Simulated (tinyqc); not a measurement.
# CMOS inverter, nodal equation and switching: effects of single changes

An n-channel pull-down (bn, VTn) and a p-channel pull-up (bp, VTp) share the input Vin and the output node Vout, which carries the load C. Transistor (EKV form, voltages against the body): I = 2 n b Vt^2 [F(vp - Vs) - F(vp - Vd)] from drain to source, F(v) = ln^2(1 + exp(v/(2 Vt))), vp = (Vg - VT + sg |Vd - Vs|)/n. n-channel bodies are at 0; for the p-channel device all voltages are counted down from Vdd. b in uA/V^2 gives I in uA. Static: In = Ip. Transient: C dVout/dt = Ip - In. No velocity saturation, no gate capacitance beyond C.

Values chosen for this exercise: temperature T = 300 K; supply voltage Vdd = 1 V; slope factor n = 1.41; drain-induced barrier lowering sg = 0.095; n-channel threshold VTn = 0.29 V; p-channel threshold (magnitude) VTp = 0.35 V; gain factor of the pull-down transistor bn = 840 uA/V^2; gain factor of the pull-up transistor bp = 840 uA/V^2; load capacitance C = 1.1 fF.

Constants: q = 1.602176634e-19 C, kB = 1.380649e-23 J/K, Vt = kB T/q. Results are converted to the units shown.

Each table varies one quantity; the others keep the values above.

## Effect of the n-channel threshold

VM solves In = Ip with Vin = Vout; VIL and VIH are the inputs of gain -1, NML = VIL - Vout(VIH), NMH = Vout(VIL) - VIH. For a step input the delay to Vdd/2 is tHL = C times the integral of dV/(In - Ip) from Vdd/2 to Vdd at Vin = Vdd, and tLH likewise with Ip - In from 0 to Vdd/2 at Vin = 0.

Effect of the n-channel threshold:
```
VTn (V)  VM (V)  gain at VM  NML (V)  NMH (V)  tHL (ps)  tLH (ps)
0.15     0.4087      -10.52   0.2333   0.4333     2.191     3.555
0.2      0.4315      -10.52   0.2673   0.4173     2.443     3.555
0.25     0.4543      -10.53   0.3010   0.4010     2.745     3.554
0.3      0.4772      -10.53   0.3345   0.3845     3.110     3.554
0.35     0.5000      -10.53   0.3676   0.3676     3.554     3.554
0.4      0.5228      -10.53   0.4003   0.3503     4.103     3.554
0.45     0.5457      -10.53   0.4326   0.3326     4.791     3.554
0.5      0.5685      -10.53   0.4643   0.3143     5.668     3.554
```

Read the table: what changes, and by how much?

As VTn goes from 0.15 to 0.5 V, VM rises from 0.409 to 0.568 V, the size of the gain stays near 10.5, tHL rises from 2.19 to 5.67 ps and tLH stays near 3.55 ps. The smaller margin is largest, 0.368 V, at VTn = 0.35 V among the rows. In every row the overdrive passes 0.5 V, where velocity saturation, left out here, would lengthen the delays of short devices.

## Energy per operation against supply voltage

A chain of 50 such gates sets the cycle time tc = 50 (tHL + tLH)/2; per gate and cycle the switching energy is 0.02 C Vdd^2 and the leakage energy Vdd Ileak tc, Ileak the mean supply current at Vin = 0 and Vdd.

Energy per operation against supply voltage:
```
Vdd (V)  tc (ns)  switching (aJ)  leakage (aJ)  total (aJ)
0.15       327.2          0.4950         23.27       23.76
0.2        104.5          0.8800         11.37       12.25
0.25       35.03           1.375         5.429       6.804
0.3        12.87           1.980         2.724       4.704
0.35       5.437           2.695         1.527       4.222
0.4        2.698           3.520        0.9850       4.505
0.5        1.010           5.500        0.5957       6.096
0.6       0.5434           7.920        0.4970       8.417
0.8       0.2589           14.08        0.5261       14.61
1         0.1646           22.00        0.6947       22.69
```

What does the table show?

The total energy goes from 23.8 through a minimum of 4.22 (at Vdd = 0.35 V among the rows listed) to 22.7 aJ, while the cycle time falls from 327 to 0.165 ns. Leakage makes up 98 % of the total in the first row and 3.1 % in the last. Below threshold the cycle lengthens exponentially and leakage flows for all of it, hence the minimum. For Vdd = 0.8 to 1 V the overdrive passes 0.5 V, where velocity saturation, left out here, would lengthen the delays of short devices. For Vdd = 0.15 to 0.3 V the supply is below a threshold, where mismatch, left out here, dominates margins and delay.

## Effect of the slope factor

Same model as above.

Effect of the slope factor:
```
n    VM (V)  gain at VM  NML (V)  NMH (V)  tHL (ps)  tLH (ps)
1    0.4726      -10.53   0.3127   0.3727     2.202     2.556
1.1  0.4726      -10.53   0.3173   0.3773     2.392     2.789
1.2  0.4726      -10.53   0.3213   0.3813     2.592     3.032
1.3  0.4726      -10.53   0.3247   0.3847     2.799     3.279
1.4  0.4726      -10.53   0.3275   0.3875     3.010     3.529
1.5  0.4726      -10.53   0.3300   0.3900     3.223     3.781
1.6  0.4726      -10.53   0.3320   0.3920     3.437     4.032
```

As n goes from 1 to 1.6, VM stays near 0.473 V, the size of the gain stays near 10.5, tHL rises from 2.20 to 3.44 ps and tLH rises from 2.56 to 4.03 ps. The smaller margin is largest, 0.332 V, at n = 1.6 among the rows. In every row the overdrive passes 0.5 V, where velocity saturation, left out here, would lengthen the delays of short devices.

Program tinyqc, `OMP_NUM_THREADS=1 python tinyqc.py 2340069 2340070 out.jsonl`; Intel Xeon 2.30GHz, shared host, one thread, about 0.03 s.
